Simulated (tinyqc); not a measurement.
Single-junction solar cell, detailed-balance limit: course of the iteration: maximum power point by Newton steps.

Every photon above the gap Eg makes one pair and none below is absorbed; carriers thermalise at T and move without loss. Jsc = q fs X Phi(Eg, Ts); the dark current is J0 = q ge Phi(Eg, T)/ERE with the Boltzmann factor exp(V/Vt). The efficiency is the electrical power over fs X sigma Ts^4.

With v = V/Vt the power is largest where f = (1 + v) exp(v) - 1 - Jsc/J0 vanishes; f' = (2 + v) exp(v), v(new) = v - f/f'.

Stop when v changes by less than 1e-10, or after 8 iterations.

v at the start = 73.7
Jsc = 13212.0 mA/cm^2
J0 = 7.15935e-25 mA/cm^2

Course of the iteration:

| iteration | v | \|change\| |
|---|---|---|
| 1 | 72.7132 | 0.987 |
| 2 | 71.7266 | 0.987 |
| 3 | 70.7402 | 0.986 |
| 4 | 69.7540 | 0.986 |
| 5 | 68.7680 | 0.986 |
| 6 | 67.7825 | 0.986 |
| 7 | 66.7978 | 0.985 |
| 8 | 65.8150 | 0.983 |

Did this iteration meet its convergence test, and what does its course show?

No. Not converged within 8 iterations. Each step lowers v by about 0.98: far above the root the exponential dominates f, and a Newton step on it has a length near one. The root is 60.96. A rerun with substitution, v(new) = ln[(1 + Jsc/J0)/(1 + v)], from the same start converges in 8 iterations.

Range of the model: Voc lies within a few Vt of the gap, where the Boltzmann form of the emission begins to fail.

tinyqc, about 0.01 s, one thread, Intel Xeon 2.30GHz (shared host): `OMP_NUM_THREADS=1 python tinyqc.py 2820011 2820012 out.jsonl`
